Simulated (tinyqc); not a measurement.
Worked calculation: coherent transport through a tight-binding region between two chains. One step of it, computed by the program tinyqc.

Task: Transmission at E = -0.57 eV. Surface Green function g = (E - i sqrt(4 t^2 - E^2)) / (2 t^2); self-energy tc^2 g on each contact site; G = (E - H - Sigma)^(-1); Gamma = -2 Im Sigma; T = Gamma_L Gamma_R |G_LR|^2; local density of states -Im G_ii / pi.

H of the central region (eV), lower triangle:
```
           1          2          3          4
1  -0.580000
2  -1.440000   0.010000
3   0.000000  -0.850000  -0.880000
4   0.000000   0.000000  -0.500000  -0.840000
```

Leads: semi-infinite chains with site energy 0:
```
parameter                           value
lead hopping t (eV)              1.820000
coupling to the left lead (eV)   0.350000
coupling to the right lead (eV)  1.380000
left contact site                       1
right contact site                      4
```

E = -0.570000 eV

Give: g; G; local density of states; transmission.

Result:

g = -0.0860-0.5427i 1/eV

G (1/eV), lower triangle:
```
                 1                2               3                4
1   1.0032-0.7771i
2   0.6443-0.0352i  -0.0108-0.0292i
3  -1.2600+1.2925i   0.0776+0.0397i  2.1876-2.1625i
4  -0.3140-0.7414i  -0.0297+0.0251i  0.5117+1.2732i  -0.2667-0.8320i
```

local density of states (1/eV): 0.2474  0.0093  0.6883  0.2648

transmission = 0.1782
